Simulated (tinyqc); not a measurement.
Against the Fermi level: single-band model of a thermoelectric material. Computed by tinyqc, a small Python program. Command: `OMP_NUM_THREADS=1 python tinyqc.py 3030786 3030787 out.jsonl thermo walk`. One thread of a shared host (Intel(R) Xeon(R) Processor @ 2.30GHz), about 0.01 s of CPU time with the checks.

One spherical band, one scattering law, no minority carriers and no phonon drag. In a real material minority carriers limit |S| to about E_g/(2 e T), so larger values are formal. eta = E_F/(k_B T) is counted from the band edge; f = 1/(1 + exp(x - eta)).

Inputs (values chosen for the exercise, modelled on n-type PbSe):

| quantity | value | unit |
|---|---|---|
| density-of-states mass m | 0.29 | m_0 |
| non-parabolicity alpha | 3.1 | 1/eV |
| mobility parameter mu_300 | 1300 | cm^2/(V s) |
| temperature exponent p | 2.5 | - |
| lattice thermal conductivity kappa_L | 1.1 | W/(m K) |
| temperature T | 550 | K |

Band: Kane. Scattering: acoustic phonons, r = -0.5.

Constants: k_B = 8.617333262e-05 eV/K; e = 1.602176634e-19 C; m_0 = 9.1093837015e-31 kg; k_B = 1.380649e-23 J/K; hbar = 1.054571817e-34 J s.

Method:
- With x = E/(k_B T), a = alpha k_B T (0 for a parabolic band), G = x (1 + a x), D = 1 + 2 a x and <y> = int y f (1 - f) dx, f = 1/(1 + exp(x - eta)): tau = tau_0 G^r/D; transport function s = G^(3/2 + r)/D^2; n = N_0 <G^(3/2)> with N_0 = (2 m k_B T)^(3/2)/(3 pi^2 hbar^3).
- Integrals over x = E/(k_B T) use 160 Gauss-Legendre points in u = sqrt(x) from 0 to sqrt(max(eta, 0) + 32).
- sigma = e mu_0 N_0 <s> with mu_0 = e tau_0/m = mu_300 (T/300 K)^(-p); |S| = (k_B/e)(<x s>/<s> - eta); Lorenz number L = (k_B/e)^2 (<x^2 s>/<s> - (<x s>/<s>)^2); kappa_e = L sigma T; zT = S^2 sigma T/(kappa_L + kappa_e).

The same material at other dopings:

| eta | n (1/cm^3) | \|S\| (microvolt/K) | sigma (S/cm) | power factor (microwatt/(cm K^2)) | zT |
|---|---|---|---|---|---|
| -4 | 2.8640e+17 | 483.34 | 3.44 | 8.0309e-01 | 4.0083e-02 |
| -3 | 7.7177e+17 | 398.39 | 9.17 | 1.4548e+00 | 7.2392e-02 |
| -2 | 2.0508e+18 | 315.41 | 23.70 | 2.3578e+00 | 1.1642e-01 |
| -1 | 5.2713e+18 | 237.09 | 57.06 | 3.2072e+00 | 1.5544e-01 |
| 0 | 1.2673e+19 | 168.04 | 119.79 | 3.3828e+00 | 1.5783e-01 |
| 1 | 2.7494e+19 | 113.05 | 207.47 | 2.6514e+00 | 1.1631e-01 |
| 2 | 5.3073e+19 | 73.53 | 297.28 | 1.6075e+00 | 6.5360e-02 |
| 4 | 1.4752e+20 | 30.34 | 423.13 | 3.8948e-01 | 1.3793e-02 |
| 6 | 3.1595e+20 | 13.21 | 484.30 | 8.4519e-02 | 2.7525e-03 |
| 10 | 9.5249e+20 | 3.56 | 530.78 | 6.7228e-03 | 2.0551e-04 |

What does the comparison show, and why?

|S| falls and sigma rises with eta, so their product S^2 sigma peaks: among these rows at eta = 0, and zT at eta = 0, where |S| = 168 microvolt/K. zT stays above 90 % of its best row from n = 5.3e18 to 1.3e19 per cm^3.

Extremes, crossings and ranges named in words are read from the listed rows.
